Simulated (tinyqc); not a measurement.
From a target level to the width: type-II superlattice in the two-band Kane model. Five cases, with inputs chosen for the exercise.

Problem. Which width a puts the bottom of C1 at the energy below?

Motion along the axis, period d = a + b, c = hbar^2/2m0. Conduction and light-hole bands couple: (E - Ec)(E - Ev) = Ep c k^2 in each layer, with mass m(E) = (E - Ev)/Ep, which may be negative. The conduction envelope psi and psi'/m(E) are continuous; a layer carries them by [[cos kt, (m/k) sin kt], [-(k/m) sin kt, cos kt]] (cosh and sinh for k^2 < 0), and cos(q d) = tr(M_B M_A)/2. C1 is the first miniband above EvB, with its bottom at tr/2 = +1 and its top at -1; the gap is the bottom of C1 less the top heavy-hole level HH1.

Constants: hbar^2/2m0 = 3.80998211 eV angstrom^2.

Case 1.

Values chosen (near those of an InAs/GaSb superlattice; not measured data): b = 43 angstrom (layer B); EcA = 0 eV (conduction edge of A); EvA = -0.419 eV (valence edge of A); EcB = 0.963 eV (conduction edge of B); EvB = 0.135 eV (valence edge of B); EpA = 14.4 eV (coupling energy in A); EpB = 18.2 eV (coupling energy in B).

bottom of C1 = 0.289152 eV

Case 2.

Values chosen (near those of an InAs/GaSb superlattice; not measured data): b = 35 angstrom (layer B); EcA = 0 eV (conduction edge of A); EvA = -0.414 eV (valence edge of A); EcB = 0.926 eV (conduction edge of B); EvB = 0.124 eV (valence edge of B); EpA = 14.2 eV (coupling energy in A); EpB = 17.7 eV (coupling energy in B).

bottom of C1 = 0.216758 eV

Case 3.

Values chosen (near those of an InAs/GaSb superlattice; not measured data): b = 47 angstrom (layer B); EcA = 0 eV (conduction edge of A); EvA = -0.415 eV (valence edge of A); EcB = 0.923 eV (conduction edge of B); EvB = 0.102 eV (valence edge of B); EpA = 14.3 eV (coupling energy in A); EpB = 18.3 eV (coupling energy in B).

bottom of C1 = 0.286361 eV

Case 4.

Values chosen (near those of an InAs/GaSb superlattice; not measured data): b = 52 angstrom (layer B); EcA = 0 eV (conduction edge of A); EvA = -0.413 eV (valence edge of A); EcB = 0.955 eV (conduction edge of B); EvB = 0.149 eV (valence edge of B); EpA = 14.4 eV (coupling energy in A); EpB = 18.3 eV (coupling energy in B).

bottom of C1 = 0.459405 eV

Case 5.

Values chosen (near those of an InAs/GaSb superlattice; not measured data): b = 27 angstrom (layer B); EcA = 0 eV (conduction edge of A); EvA = -0.411 eV (valence edge of A); EcB = 0.981 eV (conduction edge of B); EvB = 0.156 eV (valence edge of B); EpA = 14.5 eV (coupling energy in A); EpB = 17.7 eV (coupling energy in B).

bottom of C1 = 0.378195 eV

Find: k in A; kappa in B; a.

Solution. At q = 0 the state is even in both layers: (k/m_A) tan(k a/2) = (kappa/m_B) tanh(kappa b/2) with the masses at that energy; the first branch of the arctangent gives a.

Case 1.

k in A = 0.06109 1/angstrom
kappa in B = 0.03870 1/angstrom
a = 39.0 angstrom

Case 2.

k in A = 0.05027 1/angstrom
kappa in B = 0.03123 1/angstrom
a = 48.0 angstrom

Case 3.

k in A = 0.06072 1/angstrom
kappa in B = 0.04103 1/angstrom
a = 39.0 angstrom

Case 4.

k in A = 0.08547 1/angstrom
kappa in B = 0.04697 1/angstrom
a = 24.0 angstrom

Case 5.

k in A = 0.07350 1/angstrom
kappa in B = 0.04457 1/angstrom
a = 26.0 angstrom

Computed by tinyqc, one run a case: `OMP_NUM_THREADS=1 python tinyqc.py N N+1 out.jsonl` with N = 1251895, 1251964, 1251976, 1252043, 1252066; one thread of a shared Intel(R) Xeon(R) Processor @ 2.30GHz, about 0.08 s a run at most.
